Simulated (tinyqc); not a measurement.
Conductance against temperature: thermal boundary conductance by the acoustic and diffuse mismatch models. Computed by tinyqc, a small Python program. Command: `OMP_NUM_THREADS=1 python tinyqc.py 3008310 3008311 out.jsonl kapitza walk`. One thread of a shared host (Intel(R) Xeon(R) Processor @ 2.30GHz), about 0.01 s of CPU time with the checks.

Each side has one longitudinal and two transverse Debye branches, omega = v q up to q_D = (6 pi^2 n)^(1/3), with n counting all atoms. Scattering at the interface is elastic. Electrons are left out of G, also for metals. Melting is ignored. G refers to the temperatures of the phonons sent towards the interface. Linear branches over all atoms overstate G at high T, most for crystals with several atoms a cell.

Inputs (values chosen for the exercise, for two model solids):

| quantity | value | unit |
|---|---|---|
| density rho_1 | 13 | g/cm^3 |
| longitudinal velocity vL_1 | 11100 | m/s |
| transverse velocity vT_1 | 4840 | m/s |
| atom density n_1 | 100 | 1/nm^3 |
| density rho_2 | 8.9 | g/cm^3 |
| longitudinal velocity vL_2 | 9690 | m/s |
| transverse velocity vT_2 | 5870 | m/s |
| atom density n_2 | 108 | 1/nm^3 |

Structure: superlattice.

Constants: hbar = 1.054571817e-34 J s; k_B = 1.380649e-23 J/K.

Method:
- omega_c = v q_D for each branch, given as hbar omega_c/k_B; impedance Z = rho v.
- No mode conversion. t(theta) = 4 Z_1 Z_2 cos(theta_1) cos(theta_2)/N^2, with N = Z_2 cos(theta_1) + Z_1 cos(theta_2) for L (the form for pressure waves) and N = Z_1 cos(theta_1) + Z_2 cos(theta_2) for both T branches (the form for shear waves polarised along the interface); sin(theta_2) = (v_2/v_1) sin(theta_1), and t = 0 beyond the critical angle arcsin(v_1/v_2); the mean over the incoming flux is alpha = 2 int t sin(theta_1) cos(theta_1) d theta_1 (64 Gauss-Legendre points).
- G = (k_B^4 T^3/(8 pi^2 hbar^3)) int W(x) x^4 e^x/(e^x - 1)^2 dx, x = hbar omega/(k_B T). Acoustic mismatch: W = sum over the three branches of alpha(1 to 2)/v_1^2, each up to the lower of its two cut-offs. Diffuse mismatch: W = S_1 S_2/(S_1 + S_2), where S_i sums 1/v^2 over the branches of side i still below their cut-off. Radiation limit: W = min(S_1, S_2). The integral is split at the four cut-offs (64 Gauss-Legendre points a piece, x at most 45).

Branches:

| branch | v (m/s) | cut-off (K) | Z (1e6 kg/(m^2 s)) |
|---|---|---|---|
| L, side 1 | 11100 | 1533.91 | 144.300 |
| T, side 1 | 4840 | 668.84 | 62.920 |
| L, side 2 | 9690 | 1373.86 | 86.241 |
| T, side 2 | 5870 | 832.25 | 52.243 |

Transmission:

| branch | t at normal incidence | largest angle from side 1 (deg) | alpha, 1 to 2 | alpha, 2 to 1 |
|---|---|---|---|---|
| L | 0.936578 | 90.0000 | 0.868375 | 0.661773 |
| T | 0.991404 | 55.5410 | 0.635056 | 0.934109 |

G (MW/(m^2 K)):

| T (K) | acoustic mismatch | diffuse mismatch | radiation limit |
|---|---|---|---|
| 2 | 0.0049957 | 0.0032289 | 0.0056013 |
| 5 | 0.078058 | 0.050451 | 0.087520 |
| 10 | 0.62447 | 0.40361 | 0.70016 |
| 20 | 4.9957 | 3.2289 | 5.6013 |
| 40 | 39.958 | 25.827 | 44.802 |
| 80 | 298.60 | 193.76 | 334.88 |
| 150 | 1159.7 | 766.59 | 1303.6 |
| 300 | 2682.9 | 1797.8 | 3032.0 |
| 600 | 3860.3 | 2590.9 | 4376.9 |
| 1000 | 4254.3 | 2855.2 | 4828.0 |

What follows from these numbers?

All three follow T^3 at the cold end (exponent 3.00 for the diffuse model) and flatten at high T (exponent 0.19 at the hot end); the lowest cut-off is 669 K. The ratio of diffuse to acoustic goes from 0.65 to 0.67. The plateau is set by the frequencies that both sides share.

Extremes, crossings and ranges named in words are read from the listed rows.
